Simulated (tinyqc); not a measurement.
# Capacitance measurement on a leaky thin oxide: effects of series resistance and leakage: readings against frequency

The device is a capacitance C in parallel with a leakage conductance G, in series with Rs and Ls. An impedance meter reports either a parallel pair (Cp, Gp) from Y = 1/Z = Gp + i w Cp or a series pair (Cs, Rm) from Z = Rm + 1/(i w Cs); w = 2 pi f, dissipation D = Gp/(w |Cp|).

EOT = 3.9 tox/eox; CET = EOT + zc + zp; C = 3.9 eps0 A/CET; G = Jg A/Vs. Z = Rs + i w Ls + 1/(G + i w C); CET read from Cp = 3.9 eps0 A/Cp; errors under 0.001 % are printed as 0.

Inputs (values chosen for the exercise); values of the order met in thin-oxide MOS capacitors:
- eox = 22.2 (relative permittivity of the gate insulator (close to hafnium oxide))
- tox = 9.6 nm (insulator thickness)
- A = 10000 um^2 (gate area)
- zc = 0.39 nm (oxide-equivalent thickness added by the accumulation layer)
- zp = 0 nm (oxide-equivalent thickness added by gate depletion)
- Jg = 8.9 A/cm^2 (gate leakage current density, not matched to the thickness)
- Vs = 0.3 V (voltage for an e-fold rise of the leakage)
- Rs = 16 ohm (series resistance)
- Ls = 0 nH (series inductance)

Constants: eps0 = 8.8541878128e-14 F/cm where lengths are in cm. Results are converted to the units shown.

The same in every row: C (pF) = 166.3.

Result of one run:
```
Cp (pF)  Cs (pF)       D  error of Cp (%)  error of Cs (%)  CET read from Cp (nm)
147.8      179.7  0.4646            -11.1             8.06                  2.336
```

Which measuring frequency f gave this result: 1000, 3000, 10000, 3e6 or 1e7 Hz?

f = 1e7 Hz.

The whole series:
```
f (Hz)  Cp (pF)  Cs (pF)       D  error of Cp (%)  error of Cs (%)  CET read from Cp (nm)
1000      151.6  1.341e9    2974            -8.86           8.06e8                  2.278
3000      151.6  1.490e8   991.3            -8.86           8.96e7                  2.278
10000     151.6  1.341e7   297.4            -8.86           8.06e6                  2.278
30000     151.6  1.490e6   99.13            -8.86           8.96e5                  2.278
1e5       151.6  1.342e5   29.74            -8.86           8.06e4                  2.278
3e5       151.6  1.506e4   9.918            -8.86             8960                  2.278
1e6       151.5     1507   2.991            -8.88              806                  2.279
3e6       151.2    315.3   1.041            -9.07             89.6                  2.284
1e7       147.8    179.7  0.4646            -11.1             8.06                  2.336
3e7       123.3    167.8  0.6007            -25.9            0.896                  2.801
```

D goes from 2970 through a minimum of 0.465 (at f = 1e7 Hz among the rows listed) to 0.601; without inductance its minimum lies at f = sqrt(G (1 + G Rs)/Rs)/(2 pi C) = 1.33e7 Hz. The error of Cp goes from -8.86 to -25.9 % and that of Cs from 8.06e8 to 0.896 %; at low frequency Cp tends to C/(1 + G Rs)^2 and Cs grows as 1 + (G/(w C))^2. One of the two readings is within 2 % of C for f = 3e7 Hz. For f = 1000, 3000, 10000, 30000, 1e5, 3e5, 1e6, 3e6 D exceeds 1, where the accuracy of real meters degrades in proportion to sqrt(1 + D^2).

tinyqc, about 0.01 s, one thread, Intel Xeon 2.30GHz (shared host): `OMP_NUM_THREADS=1 python tinyqc.py 2022096 2022097 out.jsonl`
